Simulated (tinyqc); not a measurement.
Density of surface states from the Kelvin-probe reading.

Inverse problem. n-type bulk, xi = Ec - EF = Vt ln(Nc/Nd), p0 = ni^2/Nd, ni = sqrt(Nc Nv) exp(-Eg/(2 Vt)), Eg in volts. b is the upward band bending, u = b/Vt. Space charge per area, in units of q: Qc = sign(b) sqrt((2 eps0 eps_r Vt/q) [(Nd + dn)(exp(-u) - 1) + Nd u + (p0 + dn)(exp(u) - 1)]), with dn the excess density under light (flat quasi-Fermi levels; 0 in the dark). The states hold -Ds (E0 - xi - b): negative while the Fermi level lies above the neutrality level. Neutrality: Qc + Qf + (charge of the states) = 0. Work function chi + xi + b; contact potential difference CPD = (work function of the sample) - pt. Find b, Qc and Ds.

Parameters, values chosen for the exercise; band and dielectric values close to those of gallium arsenide:
- T = 300 K (temperature)
- Eg = 1.41 eV (band gap)
- eps_r = 12.7 (relative permittivity)
- Nc = 4.32e17 cm^-3 (conduction-band density of states at T)
- Nv = 9.15e18 cm^-3 (valence-band density of states at T)
- chi = 4.01 eV (electron affinity)
- Nd = 9.2e15 cm^-3 (donor density)
- Qf = 0 cm^-2 (fixed positive charge at the surface)
- pt = 4.39 eV (work function of the probe tip)
- E0 = 0.64 eV (depth of their neutrality level below the conduction edge)

Constants: q = 1.602176634e-19 C, kB = 1.380649e-23 J/K, Vt = kB T/q, eps0 = 8.8541878128e-14 F/cm where lengths are in cm. Results are converted to the units shown.

CPD = 96.253213 mV

Answer. The CPD gives b, b gives Qc, and neutrality gives Ds.

b = 0.377 V
Qc = 2.13e11 cm^-2
Ds = 1.30e12 cm^-2 eV^-1

Numbers from tinyqc (`OMP_NUM_THREADS=1 python tinyqc.py 2430053 2430054 out.jsonl`; about 0.01 s on one thread of a shared Intel Xeon 2.30GHz).
